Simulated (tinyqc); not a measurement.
Delay unit and parasitic delay from two ring oscillators.

Question. A ring of 51 inverters oscillates at 1/(2 x 51 d), with stage delay d = tau (h + p) for fan-out h. Find tau, p and the delay at fan-out 4.

frequencies of 51-stage ring oscillators with fan-out 2 and 6 (GHz): 0.36391826  0.17988880

Answer. d is a straight line in h with slope tau and intercept tau p.

tau = 6.890 ps
p = 1.910
delay at fan-out 4 = 40.72 ps

tinyqc, about 0.01 s, one thread, Intel Xeon 2.30GHz (shared host): `OMP_NUM_THREADS=1 python tinyqc.py 2082077 2082078 out.jsonl`
